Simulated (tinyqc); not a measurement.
Opening the gap, as alloying or pressure does: deep trap from a strong local potential in a two-band host (Koster-Slater model with semi-elliptic bands). Computed by tinyqc, a small Python program. Command: `OMP_NUM_THREADS=1 python tinyqc.py 3012656 3012657 out.jsonl deeptrap walk`. One thread of a shared host (Intel(R) Xeon(R) Processor @ 2.30GHz), about 0.02 s of CPU time with the checks.

The valence band spans -2 W_v to 0 and the conduction band E_g to E_g + 2 W_c. The orbital at the impurity site has weight f_v in the valence band and 1 - f_v in the conduction band, each spread as a semi-ellipse (2/(pi W^2)) sqrt(W^2 - x^2) about the band centre. The impurity adds U to this orbital. Spin is left out.

Inputs (values chosen for the exercise, with a gap close to that of beta-Ga2O3):

| quantity | value | unit |
|---|---|---|
| gap E_g | 4.73 | eV |
| half-width of the valence band W_v | 4.6 | eV |
| half-width of the conduction band W_c | 5 | eV |
| valence weight f_v of the site orbital | 0.42 | - |
| impurity potential U | -24.2 | eV |

Impurity: attractive, donor-like.

Method:
- In the gap G(E) = f_v (2/W_v^2)[x - sqrt(x^2 - W_v^2)] - (1 - f_v)(2/W_c^2)[y - sqrt(y^2 - W_c^2)], x = E + W_v, y = E_g + W_c - E.
- The trap level solves G(E) = 1/U (bisection). With D = -dG/dE = D_v + D_c, D_v = f_v (2/W_v^2)[x/sqrt(x^2 - W_v^2) - 1] and D_c = (1 - f_v)(2/W_c^2)[y/sqrt(y^2 - W_c^2) - 1], the weight on the impurity orbital is 1/(U^2 D) and the conduction-band character is D_c/D.
- The conduction band is shifted rigidly; widths, weights and U stay.

Against the gap:

| E_g (eV) | E_t (eV) | depth below E_c (eV) | conduction character |
|---|---|---|---|
| 2.37 | 1.4153 | 0.9547 | 0.64052 |
| 3.07 | 1.8695 | 1.2005 | 0.65671 |
| 3.78 | 2.3411 | 1.4389 | 0.67174 |
| 4.26 | 2.6659 | 1.5941 | 0.68131 |
| 4.73 | 2.9882 | 1.7418 | 0.69029 |
| 5.44 | 3.4830 | 1.9570 | 0.70322 |
| 6.15 | 3.9866 | 2.1634 | 0.71547 |
| 7.57 | 5.0190 | 2.5510 | 0.73821 |

What does the comparison show, and why?

As the conduction band moves up by 5.200 eV the level follows by 3.604 eV, a mean slope of 0.69; the local slope is the conduction character. A shallow donor would follow with slope 1 and a shallow acceptor with slope 0.
